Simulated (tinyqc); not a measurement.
## Amplitude against the length of the filling pulse

In DLTS the amplitude of the capacitance transient follows the share of traps filled by the pulse. In the neutral layer an empty trap fills as 1 - exp(-tp/tc), tc = 1/(sn vth(T) Nd), vth(T) = vth (T/300 K)^0.5; emission during the pulse and slow capture at the depletion edge are neglected.

Parameters, values chosen for the exercise:
- vth = 3.4e7 cm/s (thermal velocity at 300 K)
- Nd = 1.1e15 cm^-3 (shallow donor density)
- sn = 5.5e-16 cm^2 (capture cross-section)
- T = 145 K (temperature of the transient)

Result of one run:

| tp/tc | amplitude over its full value | ln(1 - that) |
|---|---|---|
| 1.287 | 0.7239 | -1.287 |

Which pulse length tp gave this result: 3.4e-9, 1e-8, 9e-8 or 4.6e-7 s?

tp = 9e-8 s.

The whole series:

| tp (s) | tp/tc | amplitude over its full value | ln(1 - that) |
|---|---|---|---|
| 3.4e-9 | 0.04862 | 0.04746 | -0.04862 |
| 5.9e-9 | 0.08437 | 0.08091 | -0.08437 |
| 1e-8 | 0.1430 | 0.1333 | -0.1430 |
| 1.8e-8 | 0.2574 | 0.2270 | -0.2574 |
| 3e-8 | 0.4290 | 0.3489 | -0.4290 |
| 5.2e-8 | 0.7436 | 0.5246 | -0.7436 |
| 9e-8 | 1.287 | 0.7239 | -1.287 |
| 1.5e-7 | 2.145 | 0.8829 | -2.145 |
| 2.7e-7 | 3.861 | 0.9790 | -3.861 |
| 4.6e-7 | 6.578 | 0.9986 | -6.578 |

The amplitude rises from 0.0475 to 0.999 of its full value. The last column is linear in tp with slope -1/tc, tc = 6.99e-8 s, which gives the cross-section from Nd and vth, independently of the Arrhenius intercept; 99 % filling needs 3.22e-7 s.

Program tinyqc, `OMP_NUM_THREADS=1 python tinyqc.py 2050149 2050150 out.jsonl`; Intel Xeon 2.30GHz, shared host, one thread, about 0.01 s.
